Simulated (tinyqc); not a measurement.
Longitudinal sound in a periodic multilayer: transfer matrices, stop bands and folded phonons: one step, computed by the program tinyqc.

Layers 1 and 2 repeat with period d = d_1 + d_2; waves travel normal to the layers, without loss. State vector (u, s): displacement u and stress divided by omega. Impedances Z = rho v are in 1e6 kg/(m^2 s).

Problem. Transfer matrix of one period. A layer maps (u, s) by [[cos p, sin p/Z], [-Z sin p, cos p]], p = 2 pi f d_i/v_i; one period is M = M_2 M_1, and cos(q d) = trace(M)/2.

Inputs (values chosen for the exercise, modelled on silica (layer 1), tungsten (layer 2) and gallium arsenide (substrate)):
```
quantity,value,unit
velocity v_1,5900,m/s
thickness d_1,22,nm
velocity v_2,5240,m/s
thickness d_2,19.2,nm
frequency f,83.1,GHz
```

Z_2 = 99.56

Z_1 = 13.039

Give: phase p_1; phase p_2; M; trace(M)/2.

Solution.

phase p_1 = 1.947 rad

phase p_2 = 1.913 rad

M:
```
,1,2
1,0.008577,-0.02742
2,38.52,-6.566
```

trace(M)/2 = -3.279

|trace/2| > 1: f lies in a stop band, and the amplitude falls by a factor 6.401 a period.
